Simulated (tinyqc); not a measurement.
# Phase-change memory cell, resistance drift and retention: drift of neighbouring levels

The amorphous state follows Ra = R0 (t/t0)^nu exp[(q Ec/kB)(1/T - 1/(300 K))], with nu taken as independent of T. An intermediate level follows the logarithmic mixing rule ln R = (1 - fa) ln Rc + fa ln Ra with constant Rc. The time to lose the data by crystallisation is tr = tx exp[(q Ex/kB)(1/T - 1/Tx)]; 1 year = 3.15576e7 s. These are empirical laws.

Two intermediate levels, fa and 0.67, and the amorphous state at temperature T. A fixed threshold is set at the geometric mean of the two intermediate levels at t0.

Values chosen for this exercise; values of the order found in chalcogenide phase-change cells:
```
symbol  value  unit                                            meaning
R0        1.4  Mohm  resistance of the amorphous state at t0 and 300 K
t0        0.1     s                                     reference time
nu      0.043                                           drift exponent
Ec       0.17    eV                    activation energy of conduction
T         358     K                              operating temperature
fa       0.52                 amorphous share of an intermediate level
Rc         38  kohm                resistance of the crystalline state
```

Constants: q = 1.602176634e-19 C, kB = 1.380649e-23 J/K. Results are converted to the units shown.

Results:
```
t (s)  lower level (Mohm)  upper level (Mohm)  Ra (Mohm)  lower level/threshold
0.1                0.1425              0.2086     0.4824                 0.8265
1                  0.1500              0.2229     0.5327                 0.8701
10                 0.1579              0.2382     0.5881                 0.9161
100                0.1663              0.2545     0.6493                 0.9645
10000              0.1843              0.2906     0.7915                  1.069
1e5                0.1940              0.3105     0.8739                  1.126
1e6                0.2043              0.3318     0.9648                  1.185
1e7                0.2151              0.3546      1.065                  1.248
```

Estimate the missing row, t = 1000 s.

Computed row:
```
t (s)  lower level (Mohm)  upper level (Mohm)  Ra (Mohm)  lower level/threshold
1000               0.1750              0.2719     0.7169                  1.015
```

With this row back in the table: Over eight decades Ra grows by a factor of 2.21, the upper level by 1.70 and the lower by 1.51, so their ratio widens from 1.46 to 1.65. The lower level crosses the fixed threshold by t = 1000 s among the rows and would then be misread.

Program tinyqc, `OMP_NUM_THREADS=1 python tinyqc.py 2880019 2880020 out.jsonl`; Intel Xeon 2.30GHz, shared host, one thread, about 0.01 s.
